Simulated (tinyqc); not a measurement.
# Grain-boundary diffusion: Harrison regimes, Fisher and Le Claire analysis, Hart average, step by step

A worked calculation. Computed by tinyqc, a small Python program that keeps every step. Command: `OMP_NUM_THREADS=1 python tinyqc.py 3013227 3013228 out.jsonl gbdiff walk`. One thread of a shared host (Intel(R) Xeon(R) Processor @ 2.30GHz), about 0.01 s of CPU time with the checks. Intermediate numbers are printed to about 6 digits and carried at full precision; extremes and crossings named in words are read from the listed rows.

A boundary is a slab of width delta with diffusivity D_b, normal to a surface held at constant concentration; it leaks into grains of diffusivity D.

Inputs (values chosen for the exercise, for a model polycrystal):
```
quantity                          value   unit
melting point T_m                  2240      K
lattice prefactor D0            0.00011  m^2/s
lattice activation energy E        3.19     eV
boundary prefactor D0b          9.5e-06  m^2/s
boundary activation energy E_b      1.9     eV
boundary width delta               0.83     nm
segregation factor s                  3      -
grain size d                      0.032     um
temperature T                      1370      K
time t                           160000      s
```

Constants: k_B = 8.617333262e-05 eV/K.

## Diffusivities

D = D0 exp(-E/(k_B T)), D_b = D0b exp(-E_b/(k_B T)). Triple product P = s delta D_b.

D = 2.02505e-16 m^2/s

D_b = 9.73308e-13 m^2/s

triple product P = 2.42354e-21 m^3/s

At T/T_m = 0.61 the boundary is 4800 times faster than the lattice.

## Regime

l = sqrt(D t); P = s delta D_b; alpha = s delta/(2 l); beta = P/(2 D l). Regime A if l > 3 d, C if alpha > 1, B if alpha < 0.1, l < d/4 and beta > 10, otherwise a transition.

lattice diffusion length l = 5.69216 um

alpha = 2.18722e-04

beta = 1.05125

Regime: A

The leakage zones of neighbouring boundaries overlap fully: one effective diffusivity describes the profile.

## Effective diffusivity

Hart average for parallel slabs: f = delta/d, D_eff = (s f D_b + (1 - f) D)/(1 - f + s f); share of the boundaries = s f D_b/(s f D_b + (1 - f) D); depth sqrt(D_eff t).

boundary fraction f = 0.0259375

D_eff = 7.21880e-14 m^2/s

share of the boundaries = 0.997402

depth sqrt(D_eff t) = 107.471 um

## Penetration along an isolated boundary

Fisher: the mean concentration falls as exp(-y/y_F), y_F = sqrt(P) (pi t/(4 D))^(1/4), with the boundary equation P d2c/dy2 = 2 c sqrt(D/(pi t)). Le Claire (from the Whipple solution): ln c falls as -(y/y_L)^(6/5) with P = 1.322 sqrt(D/t) y_L^2.

Fisher depth y_F = 7.76996 um

Le Claire depth y_L = 7.17844 um

The tail reaches 1.26 lattice lengths l; y_L/l = sqrt(2 beta/1.322). Caution: the Fisher and Le Claire forms need regime B with beta above 10.

## Lattice against boundary over temperature

D_eff = (s f D_b + (1 - f) D)/(1 - f + s f), f = delta/d; share of the boundaries = s f D_b/(s f D_b + (1 - f) D).

Diffusivities (m^2/s):
```
T/T_m  T (K)            D          D_b        D_eff     share      regime
0.3      672  1.31053e-28  5.34996e-20  3.95764e-21  1.000000           C
0.4      896  1.25439e-22  1.95296e-16  1.44472e-17  0.999992  transition
0.5     1120  4.86435e-19  2.67978e-14  1.98282e-15  0.999773           A
0.6     1344  1.20066e-16  7.12914e-13  5.28490e-14  0.997896           A
0.7     1568  6.14147e-15  7.42762e-12  5.55145e-13  0.989756           A
0.8     1792  1.17466e-13  4.30734e-11  3.29513e-12  0.966989           A
0.9     2016  1.16612e-12  1.69018e-10  1.35830e-11  0.920499           A
1.0     2240  7.31490e-12  5.04559e-10  4.40985e-11  0.846394           A
```

The apparent activation energy of D_eff is 1.90 eV between the first rows and 2.05 eV between the last, against E_b = 1.9 and E = 3.19 eV. The boundaries carry most of the flux up to the melting point. Caution: the segregation factor is held fixed, although it falls with temperature. Caution: outside regime A, D_eff and the share of the boundaries hold only at steady state.
